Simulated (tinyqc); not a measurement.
# Potential step from the flux

Question. On one interval J = (q mu Vt/hx) [nb B(d) - na B(-d)], B(d) = d/(exp(d) - 1), d = (psi_b - psi_a)/Vt. Find psi_b - psi_a, and the step at which J would vanish.

Values chosen for this exercise:

| symbol | value | unit | meaning |
|---|---|---|---|
| T | 250 | K | temperature |
| mu | 3910 | cm^2/(V s) | electron mobility |
| na | 4.9e15 | cm^-3 | density at the left node |
| nb | 4.8e15 | cm^-3 | density at the right node |
| hx | 130 | nm | node spacing |

Constants: q = 1.602176634e-19 C, kB = 1.380649e-23 J/K, Vt = kB T/q. Results are converted to the units shown.

J = -12067.735 A/cm^2

Answer. B(d) falls and B(-d) rises with d, so J falls steadily with the step and one value matches. J = 0 needs nb/na = exp(d), the Boltzmann ratio.

psi_b - psi_a = 0.0510 V
step for J = 0 = -4.44e-4 V

tinyqc, about 0.01 s, one thread, Intel Xeon 2.30GHz (shared host): `OMP_NUM_THREADS=1 python tinyqc.py 2220045 2220046 out.jsonl`
